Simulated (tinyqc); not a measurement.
Gap and mesh density: special k points of the hexagonal lattice.

Lattice vectors in units of a: a1 = (1, 0), a2 = (-1/2, sqrt(3)/2); reciprocal vectors b_i with a_i . b_j = 2 pi delta_ij. Mesh: k = sum_i f_i b_i with f_i = (2 j_i + shift)/(2 N), j_i = 0 .. N-1. The point group of the lattice has 12 operations; only those that map the mesh onto itself are used.

A_m(k) = sum over the m-th star of lattice vectors R of cos(k . R), stars in order of length: m = 1: |R|^2 = 1, 6 vectors, such as (1, 1) in the basis a_i; m = 2: |R|^2 = 3, 6 vectors, such as (2, 1) in the basis a_i; m = 3: |R|^2 = 4, 6 vectors, such as (2, 2) in the basis a_i; m = 4: |R|^2 = 7, 12 vectors, such as (3, 2) in the basis a_i; m = 5: |R|^2 = 9, 6 vectors, such as (3, 3) in the basis a_i; m = 6: |R|^2 = 12, 6 vectors, such as (4, 2) in the basis a_i. The zone mean of every A_m is zero.

Test function, the lower band of a two-band insulator: E(k) = -sqrt(D^2 + (e0 - t A_1(k))^2).
Values chosen for the exercise: t = 0.75 eV (coupling); e0 = 1.92 eV (offset).

D takes the values listed; errors against the unshifted mesh with N = 192, for unshifted meshes.

Errors (meV):

| D (eV) | reference (eV) | N = 2 | N = 4 | N = 6 | N = 8 |
|---|---|---|---|---|---|
| 0.2 | -2.3918 | -824.507 | 128.594 | -42.059 | 16.188 |
| 0.4 | -2.4322 | -803.040 | 114.611 | -32.717 | 11.678 |
| 0.8 | -2.5638 | -745.704 | 80.498 | -17.455 | 4.848 |
| 1.5 | -2.9111 | -635.876 | 39.774 | -5.249 | 0.889 |
| 2.5 | -3.5733 | -502.070 | 15.205 | -1.021 | 0.086 |
| 4.0 | -4.7705 | -366.477 | 4.517 | -0.127 | 0.004 |

The first listed N from which the error stays below 0.5 meV is none for D = 0.2, none for D = 0.4, none for D = 0.8, none for D = 1.5, 8 for D = 2.5, 6 for D = 4 eV. A larger D makes the function smoother, so its Fourier coefficients fall faster with |R|.

Program tinyqc; command `OMP_NUM_THREADS=1 python tinyqc.py 1682317 1682318 out.jsonl`; about 0.08 s on one thread of a shared Intel(R) Xeon(R) Processor @ 2.30GHz.
